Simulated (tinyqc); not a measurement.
# CMOS inverter, nodal equation and switching: effect of the temperature

An n-channel pull-down (bn, VTn) and a p-channel pull-up (bp, VTp) share the input Vin and the output node Vout, which carries the load C. Transistor (EKV form, voltages against the body): I = 2 n b Vt^2 [F(vp - Vs) - F(vp - Vd)] from drain to source, F(v) = ln^2(1 + exp(v/(2 Vt))), vp = (Vg - VT + sg |Vd - Vs|)/n. n-channel bodies are at 0; for the p-channel device all voltages are counted down from Vdd. b in uA/V^2 gives I in uA. Static: In = Ip. Transient: C dVout/dt = Ip - In. No velocity saturation, no gate capacitance beyond C.

VM solves In = Ip with Vin = Vout; VIL and VIH are the inputs of gain -1, NML = VIL - Vout(VIH), NMH = Vout(VIL) - VIH. For a step input the delay to Vdd/2 is tHL = C times the integral of dV/(In - Ip) from Vdd/2 to Vdd at Vin = Vdd, and tLH likewise with Ip - In from 0 to Vdd/2 at Vin = 0. Thresholds, gain factors and n are held fixed.

Parameters, values chosen for the exercise:

| symbol | value | unit | meaning |
|---|---|---|---|
| Vdd | 0.9 | V | supply voltage |
| n | 1.44 |  | slope factor |
| sg | 0.097 |  | drain-induced barrier lowering |
| VTn | 0.41 | V | n-channel threshold |
| VTp | 0.41 | V | p-channel threshold (magnitude) |
| bn | 490 | uA/V^2 | gain factor of the pull-down transistor |
| bp | 490 | uA/V^2 | gain factor of the pull-up transistor |
| C | 0.27 | fF | load capacitance |

Constants: q = 1.602176634e-19 C, kB = 1.380649e-23 J/K, Vt = kB T/q. Results are converted to the units shown.

The same in every row: VM (V) = 0.4500.

Results:
```
T (K)  gain at VM  NML (V)  NMH (V)  tHL (ps)  tLH (ps)
220        -10.31   0.3616   0.3616     2.318     2.318
250        -10.31   0.3582   0.3582     2.318     2.318
310        -10.31   0.3511   0.3511     2.318     2.318
340        -10.31   0.3474   0.3474     2.317     2.317
370        -10.31   0.3436   0.3436     2.317     2.317
400        -10.31   0.3398   0.3398     2.315     2.315
430        -10.30   0.3360   0.3360     2.314     2.314
```

Estimate the missing row, T = 280 K.

Computed row:
```
T (K)  gain at VM  NML (V)  NMH (V)  tHL (ps)  tLH (ps)
280        -10.31   0.3547   0.3547     2.318     2.318
```

With this row back in the table: As T goes from 220 to 430 K, VM stays at 0.450 V, the size of the gain stays near 10.3, tHL stays near 2.32 ps and tLH stays near 2.32 ps. The smaller margin is largest, 0.362 V, at T = 220 K among the rows.

Numbers from tinyqc (`OMP_NUM_THREADS=1 python tinyqc.py 2340049 2340050 out.jsonl`; about 0.04 s on one thread of a shared Intel Xeon 2.30GHz).
